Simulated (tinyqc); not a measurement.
MOSFET in the linear regime without short-channel effects, parameter extraction from computed curves: one step of the calculation.

Inversion charge Q = Cox n Vt W0(exp((Vg - VT)/(n Vt))), W0 the Lambert function and n = nf; u = Q/Cox; mobility mu = mu0/(1 + th1 u + th2 u^2); channel resistance Rch = (L - dL)/(W mu Q); Id = Vd/(Rch + Rsd/W). Cox = eps0 eox/tox. Small Vd, no channel-length or drain effects.

Problem. The Y function. Y_i = Id_i/sqrt(gm_i). For Id = beta Vd x/(1 + th x), x = Vg - VT, Y = sqrt(beta Vd) x whatever th. Slope s from points 7 and 10; VT_Y = Vg - Y/s at point 10; beta = s^2/Vd; mobility beta L/(W Cox) with the drawn L; th* = (beta Vd x/Id - 1)/x at point 10.

Parameters, values chosen for the exercise; channel values of the order met in silicon transistors:
```
symbol,value,unit,meaning
eox,21.9,,relative permittivity of the gate insulator (close to hafnium oxide)
tox,22,nm,insulator thickness
mu0,130,cm^2/(V s),low-field mobility
th2,0.29,1/V^2,second mobility attenuation factor
W,1,um,gate width
L,0.065,um,drawn gate length
dL,0.011,um,drawn less effective length
Vd,0.05,V,drain voltage
```

Constants: eps0 = 8.8541878128e-14 F/cm where lengths are in cm. Results are converted to the units shown.

```
point  Vg (V)       Id (uA)
0        0.27  0.0010018989
1        0.37   0.050907797
2        0.47     1.5049830
3        0.57     7.2726834
4        0.67     14.293300
5        0.77     20.866996
6        0.87     26.657273
7        0.97     31.640565
8        1.07     35.877327
9        1.17     39.449971
10       1.27     42.442296
11       1.37     44.932187
```

gm, point 1 to 10 (uS): 7.5199056  36.108878  63.941585  67.971565  61.819864  53.867843  46.100272  39.047029  32.824844  27.411082

Give: Y; s; VT_Y; beta; mobility from Y; th*.

Solution.

Y, point 1 to 10 (uA^0.5 V^0.5): 0.018564  0.25045  0.90950  1.7337  2.6540  3.6320  4.6601  5.7415  6.8857  8.1065
s = 11.488 uA^0.5 V^-0.5
VT_Y = 0.56436 V
beta = 2639.6 uA/V^2
mobility from Y = 194.66 cm^2/(V s)
th* = 1.6925 1/V

The mobility from Y is 24 % above mu0 L/(L - dL) = 156 cm^2/(V s), which it should reach in deep inversion when th2 = 0.

tinyqc, about 0.01 s, one thread, Intel Xeon 2.30GHz (shared host): `OMP_NUM_THREADS=1 python tinyqc.py 2210016 2210017 out.jsonl`
